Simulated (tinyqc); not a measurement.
Plasmons of a degenerate electron gas in the random-phase approximation: one step. The dielectric function at one point.

Lindhard function: eps(q, E)/eb = 1 + (qTF/q)^2 (f1 + i f2) with z = q/(2 kF), u = E/(hbar vF q), hbar vF = 2 c kF/m; f1 = 1/2 + [h(z - u) + h(z + u)]/(8 z), h(x) = (1 - x^2) ln|(x + 1)/(x - 1)|; f2 = pi u/2 for z + u < 1, (pi/(8 z))(1 - (z - u)^2) for |z - u| < 1 < z + u, else 0. Pairs exist for c (q^2 - 2 q kF)/m < E < c (q^2 + 2 q kF)/m.

Inputs chosen for the exercise (out of a larger set: mass and background constant near those of GaSb; polar phonons, which mix with the plasmon in the real crystal, and the rise of the mass with filling are left out, as are the L valleys, which fill above about 0.08 eV; not measured data): q = 0.0615 1/angstrom (wave vector); E = 315 meV (energy transfer).

kF = 0.08397506 1/angstrom
qTF = 0.02366527 1/angstrom
hbar vF = 15.49363 eV angstrom

Question. E in eV is E/1000. Give also the loss function Im(-eb/eps).

Give: z, u; f1, f2; eps/eb; loss function.

Answer.

z, u: [0.3662, 0.3306]

f1, f2: [0.8267, 0.5193]

eps/eb = 1.122+0.077i
loss function = 0.061

The point lies inside the pair continuum, so eps has an imaginary part.

tinyqc: `OMP_NUM_THREADS=1 python tinyqc.py 1681662 1681663 out.jsonl`; about 0.01 s, one thread, shared Intel(R) Xeon(R) Processor @ 2.30GHz.
